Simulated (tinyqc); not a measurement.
# Weibull slope from two areas

Problem. Oxide breakdown times follow a Weibull law, F = 1 - exp(-(t/t63)^beta). For defects spread at random t63 goes as A^(-1/beta). Find beta and the time at which the share Fp of the area-A2 devices has failed, t63(A2) (-ln(1 - Fp))^(1/beta).

Parameters, values chosen for the exercise: area of a test capacitor A1 = 12 um^2; gate area of the product A2 = 5.2e6 um^2; allowed share of failed products Fp = 1e-6.

t63 at the areas A1 and A2 (s): [1900, 3.9314486]

Solution. beta = ln(A2/A1)/ln(t63(A1)/t63(A2)).

beta = 2.10
time to Fp = 0.00546 s

Computed by the program tinyqc: `OMP_NUM_THREADS=1 python tinyqc.py 2070168 2070169 out.jsonl`, one thread of a shared Intel Xeon 2.30GHz, about 0.01 s for the whole run.
